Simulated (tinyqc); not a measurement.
Worked calculation: tunnelling through a thin dielectric with one trap, as a tight-binding chain. Values are carried at full precision from step to step, so a last printed digit may differ when a step is redone from the rounded ones.

Hopping -t everywhere, t = c/(m a^2), c = hbar^2/2m0; lead sites at 2t (band bottom 0), barrier sites 1 to N at 2t + phi, and site j has U besides. No voltage. Leads give S = -t exp(ika) on sites 1 and N, cos(ka) = 1 - E/(2t). T = (2 t sin(ka))^2 |G_1N|^2, G = (E - H - S)^-1. In the barrier cosh(q a) = 1 + (phi - E)/(2t).

Constants: hbar^2/2m0 = 3.80998211 eV angstrom^2; hbar = 6.58211957e-16 eV s.

Parameters, chosen for this exercise (barrier and mass of the size used for Si3N4 on silicon; not measured data): a = 2 angstrom (site spacing); m = 0.42 m0 (mass, the same in leads and barrier); phi = 2.25 eV (conduction edge of the barrier above that of the leads); U = -3.3 eV (extra energy on the trap site); E = 0.68 eV (electron energy); N = 7 (barrier sites); j = 3 (site of the trap).

## Scales

Form t, ka, q a, and the level of the trap in an endless barrier, Eb = phi + 2t - sqrt(4 t^2 + U^2).

t = 2.2678 eV
ka = 0.55466 rad
q a = 0.80973
Eb = 1.1765 eV

## The matrix E - H - S

Fill it in.

E - H - S (eV):
```
                 1        2        3        4        5        6
1  -4.1778+1.1944i   2.2678   0.0000   0.0000   0.0000   0.0000
2           2.2678  -6.1057   2.2678   0.0000   0.0000   0.0000
3           0.0000   2.2678  -2.8057   2.2678   0.0000   0.0000
4           0.0000   0.0000   2.2678  -6.1057   2.2678   0.0000
5           0.0000   0.0000   0.0000   2.2678  -6.1057   2.2678
6           0.0000   0.0000   0.0000   0.0000   2.2678  -6.1057
7           0.0000   0.0000   0.0000   0.0000   0.0000   2.2678

                 7
1           0.0000
2           0.0000
3           0.0000
4           0.0000
5           0.0000
6           2.2678
7  -4.1778+1.1944i
```

## Transmission

Invert the matrix; T = (2 t sin(ka))^2 |G_1N|^2.

first row of G (1/eV): -0.3181-0.1469i  -0.2224-0.1030i  -0.2807-0.1306i  -0.1248-0.05847i  -0.05543-0.02687i  -0.02440-0.01386i  -0.01025-0.01046i

T = 0.001224

Without the trap T is 4.37e-05: the trap changes it by a factor 28 at this energy.

## The resonance

Resonance: the lowest eigenvalue of H + S(E), iterated until its real part equals E (40 rounds from Eb = phi + 2t - sqrt(4t^2 + U^2), the level in an endless barrier). With v the normalised squared amplitudes of that state, Gamma_L = 2 t sin(ka) v_1, Gamma_R = 2 t sin(ka) v_N; Breit-Wigner T = Gamma_L Gamma_R/((E - Er)^2 + (Gamma_L + Gamma_R)^2/4).

Find Er, the two widths, the peak height 4 Gamma_L Gamma_R/(Gamma_L + Gamma_R)^2 and the escape time hbar/(Gamma_L + Gamma_R).

Er = 1.1820 eV

widths (meV): left 137.3, right 9.236

peak height = 0.2363
escape time = 4.49 fs

squared amplitudes: 0.0449  0.1532  0.5942  0.1543  0.0400  0.0103  0.0030

The nearby leads move the level 5.4 meV above its value in an endless barrier. The trap is closer to the left lead, which takes 93.7 % of the escapes.

## Checks

- T at Er from the chain against the Breit-Wigner peak: 0.234 against 0.236.
- T without trap against the closed form for a lattice barrier: both 4.369e-05.

(tinyqc, `OMP_NUM_THREADS=1 python tinyqc.py 1450514 1450515 out.jsonl`, Intel(R) Xeon(R) Processor @ 2.30GHz, 1 thread, shared host, about 0.04 s.)
